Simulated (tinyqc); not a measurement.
Comparisons within one model: strained quantum well: band edges, subbands and transparency. A value that a table varies takes the place of the one given here.

Growth on (001), barriers unstrained: tr(e) = e (2 - nu2), Z = b e (1 + nu2); Ec = Ev + Eg + ac tr(e), E_HH = Ev + av tr(e) + Z, E_LH = Ev + av tr(e) - Z (coupling to the split-off band left out).

Masses along z: me, 1/(g1 - 2 g2) for HH, 1/(g1 + 2 g2) for LH, likewise in the barrier; in the plane me, 1/(g1 + g2) for HH and 1/(g1 - g2) for LH (no mixing, which understates the hole masses away from k = 0). Level n solves k L + 2 atan[(k/m)/(kappa/mb)] = n pi, k = sqrt(m E/c), kappa = sqrt(mb (V - E)/c), c = hbar^2/2m0.

Transparency (Bernard-Duraffourg): Fc - Fv equals the lowest transition energy with n = p, n = sum m/(2 pi c) kB T ln(1 + exp((Fc - E)/kB T)) and p likewise over the listed subbands; c = hbar^2/2m0, 1/angstrom^2 = 1e16/cm^2.

Constants: hbar^2/2m0 = 3.80998211 eV angstrom^2; kB = 8.617333262e-05 eV/K; hc = 1239.841984 eV nm.

Parameters, chosen for this exercise (near those of an InGaAs/InP well; not measured data): nu2 = 0.986 (2 C12/C11); Eg = 0.802 eV (unstrained gap of the well); Ev = -0.609 eV (its valence edge); ac = -6.21 eV; av = 1.09 eV (Ev moves by av tr(e)); b = -1.91 eV (shear potential); Egb = 1.35 eV (gap of the barrier); Evb = -0.94 eV (its valence edge); L = 56 angstrom (well width); me = 0.0459 m0 (electron mass); g1 = 12.97 (gamma1); g2 = 5.02 (gamma2); meb = 0.08 m0; g1b = 5.08; g2b = 1.6; T = 300 K (temperature); es = (-0.02, -0.014, -0.008, -0.003, 0, 0.003, 0.007, 0.012) (strains); e = 0.0053 (strain in the plane); Ls = (30, 40, 55, 70, 90, 120) angstrom (widths).

## Strain as a design knob

Only the strain is changed; the unstrained gap and the masses are kept.

Results:
```
e (%),wavelength (nm),top hole,hh1 - lh1 (meV),n_tr (1e12/cm^2),share in top
-2.0,1316,hh1,194,0.395,0.91
-1.4,1333,hh1,153,0.396,0.90
-0.8,1353,hh1,111,0.402,0.88
-0.3,1372,hh1,76,0.421,0.79
0.0,1384,hh1,55,0.449,0.69
0.3,1397,hh1,33,0.499,0.55
0.7,1414,hh1,5,0.615,0.33
1.2,1490,lh1,-30,0.584,0.86
```

How do the results move?

n_tr is largest at e = +0.7 % (0.61), where hh1 - lh1 = 5 meV and the top subband holds 33 % of the holes, and smallest, 0.39, at -2.0 and -1.4 %. The top hole level turns from hh to lh, and the light from TE to TM, between +0.7 and +1.2 %. The wavelength runs from 1316 to 1490 nm.

## Width of the well

All levels anew.

Results:
```
L (angstrom),wavelength (nm),top hole,hh1 - lh1 (meV),n_tr (1e12/cm^2),share in top,n_tr/L (1e18/cm^3)
30,1273,hh1,54,0.437,0.73,1.46
40,1338,hh1,37,0.480,0.60,1.20
55,1403,hh1,18,0.553,0.43,1.01
70,1446,hh1,5,0.624,0.32,0.89
90,1493,lh1,-6,0.653,0.66,0.73
120,1547,lh1,-17,0.664,0.68,0.55
```

What does this show?

The wavelength tunes by 274 nm. The sheet density at transparency changes from 0.44 to 0.66, the top hole subband holding 0.73 and 0.68 of the holes at the ends, while the volume density falls by a factor 2.6. Critical thickness and carrier escape are left out.

## What each parameter does

Edge wavelength, hh1 - lh1 and n_tr. Each row changes one parameter from the base and keeps the others.

Results:
```
case,wavelength (nm),hh1 - lh1 (meV),n_tr (1e12/cm^2)
base,1406.5,17.2,0.558
L = 66 angstrom,1436.0,8.4,0.606
e = 0.0033,1397.8,31.4,0.505
Eg = 0.782 eV,1434.7,17.2,0.558
b = -2.2 eV,1401.7,11.4,0.584
ac = -5.59 eV,1402.0,17.2,0.558
me = 0.0505 m0,1409.3,17.2,0.591
g1 = 13.75,1401.5,14.7,0.549
T = 340 K,1406.5,17.2,0.646
```

What can be read from the table?

The largest shifts from the base row, up to three for each result and ties (the steps differ in size, so this ranks the rows, not the parameters). wavelength (nm): L +29.5, Eg +28.1, e -8.7; unchanged at the printed digits by T. hh1 - lh1 (meV): e +14.1, L -8.8, b -5.8; unchanged at the printed digits by Eg, ac, me and T. n_tr (1e12/cm^2): T +0.088, e -0.052, L +0.048; unchanged at the printed digits by Eg and ac.

Run: tinyqc, `OMP_NUM_THREADS=1 python tinyqc.py 1250932 1250933 out.jsonl`; Intel(R) Xeon(R) Processor @ 2.30GHz, one thread, shared host; about 0.01 s of CPU time with all checks.
